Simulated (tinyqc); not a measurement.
Floating body of a partially depleted SOI transistor: body voltage and kink: two steps of the calculation.

Source at 0 V. Channel current Ic = 2 nf K Vt^2 [F(0) - F(Vd)](1 + la Vd), F(V) = ln^2(1 + exp((Vg - VT - nf V)/(2 nf Vt))), VT = VT0 - gb Vb. Saturation voltage Vs = 2 Vt sqrt(F(0)) + 3 Vt, excess Ve = (Vd - Vs + sqrt((Vd - Vs)^2 + 0.0004 V^2))/2, multiplication M1 = Ai Ve exp(-Bl/Ve). Each junction passes D(v) = J1 (exp(v/Vt) - 1) + J2 (exp(v/(2 Vt)) - 1). Bipolar current Ib = bb J1 (exp(Vb/Vt) - 1). The body settles where M1 (Ic + Ib) = D(Vb) + D(Vb - Vd) + Vb/Rb; drain current Id = (1 + M1)(Ic + Ib) - D(Vb - Vd).

Parameters, values chosen for the exercise; values of the order met in partially depleted silicon-on-insulator transistors:
- T = 300 K (temperature)
- VT0 = 0.31 V (threshold at zero body voltage)
- gb = 0.25 (fall of the threshold per volt of body voltage)
- nf = 1.49 (slope factor)
- K = 420 uA/(V^2 um) (gain factor per width)
- la = 0.04 1/V (channel-length modulation factor)
- Ai = 3.53 1/V (impact-ionisation prefactor)
- Bl = 6.9 V (impact-ionisation voltage)
- J1 = 1.5e-13 uA/um (diffusion saturation current of each junction)
- J2 = 2.2e-8 uA/um (recombination saturation current of each junction)
- bb = 3 (gain of the lateral bipolar transistor on the diffusion current)
- Rb = 1e9 kohm um (resistance of a weak body tie to the source (1e9 stands for no tie, and the term is then dropped))
- Vg = 0.47 V (gate voltage)
- Vd = 1.5 V (drain voltage)

Constants: q = 1.602176634e-19 C, kB = 1.380649e-23 J/K, Vt = kB T/q. Results are converted to the units shown.

Question 1. New Vb. Current into the body I_in = M1 (Ic + Ib) - D(Vb - Vd), current out I_out = D(Vb) + Vb/Rb; f = ln(I_in/I_out), s = df/dVb by central differences over 1e-5 V, Vb(new) = Vb - f/s.

Vb after iteration 1 = 0.65064279 V

Give: Ic; Ve; M1; I_in; I_out; f; s; Vb after iteration 2.

Answer 1.

Ic = 15.666 uA/um
Ve = 1.2052 V
M1 = 0.013881
I_in = 0.21798 uA/um
I_out = 0.019197 uA/um
f = 2.4297
s = -31.524 1/V
Vb after iteration 2 = 0.72772 V

Question 2. Drain current with floating and with grounded body. Id and VT at the converged Vb, Id at Vb = 0, their ratio, and the bipolar share Ib/(Ic + Ib).

converged Vb = 0.72282399 V

Give: VT; Id, floating; Id, grounded; ratio; bipolar share.

Answer 2.

VT = 0.12929 V
Id, floating = 18.295 uA/um
Id, grounded = 4.3732 uA/um
ratio = 4.1836
bipolar share = 3.4624 %

The body rises to 0.723 V and lowers the threshold by 181 mV.

Range of the model: The multiplication law is an empirical form chosen for the exercise; self-heating and capacitive coupling to the body are left out, and the linear laws are rough once Vb passes about 0.7 V or M1 about 0.1.

Program tinyqc, `OMP_NUM_THREADS=1 python tinyqc.py 2182147 2182148 out.jsonl`; Intel Xeon 2.30GHz, shared host, one thread, about 0.2 s.
